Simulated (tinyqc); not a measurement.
Ferroelectric with a first-order transition, Landau-Devonshire energy: two steps of the calculation.

One domain with free energy u = al P^2 + be P^4 + ga P^6 - E P, al = a0 (T - T0), be < 0 < ga (P in uC/cm^2, E in kV/cm, u in mJ/cm^3). Equilibrium: E = 2 al P + 4 be P^3 + 6 ga P^5; a state is stable against small changes where dE/dP > 0. The coercive field is that of uniform switching, which real films, switching by domains, do not reach.

Values chosen for this exercise:
- a0 = 0.031 kV cm/(uC K) (slope of the quadratic coefficient)
- T0 = 450 K (Curie-Weiss temperature)
- be = -0.0048 kV cm^5/uC^3 (quartic coefficient)
- ga = 6e-6 kV cm^9/uC^5 (sixth-order coefficient)
- Ea = 680 kV/cm (applied field)

Problem 1. Transition temperatures. TC = T0 + be^2/(4 a0 ga), where u(Ps) = u(0); T1 = T0 + be^2/(3 a0 ga), where the polar minimum disappears. At TC the polarisation jumps from sqrt(-be/(2 ga)) to zero, with latent heat TC a0 Ps^2.

Give: TC; T1; jump of P; latent heat.

Solution 1.

TC = 480.97 K
T1 = 491.29 K
jump of P = 20.000 uC/cm^2
latent heat = 5.9640 J/cm^3

Thermal hysteresis can span T0 to T1, 41.3 K.

Problem 2. Polarisation on the upper branch by Newton steps. f = 2 al P + 4 be P^3 + 6 ga P^5 - Ea, f' = 2 al + 12 be P^2 + 30 ga P^4, P(new) = P - f/f'.

P at the start = 34.8 uC/cm^2
al = -4.65 kV cm/uC

Wanted: f; f'; P after iteration 1.

Solution 2.

f = 24.57 kV/cm
f' = 184.9 kV cm/uC
P after iteration 1 = 34.67 uC/cm^2

Computed by the program tinyqc: `OMP_NUM_THREADS=1 python tinyqc.py 2860131 2860132 out.jsonl`, one thread of a shared Intel Xeon 2.30GHz, about 0.01 s for the whole run.
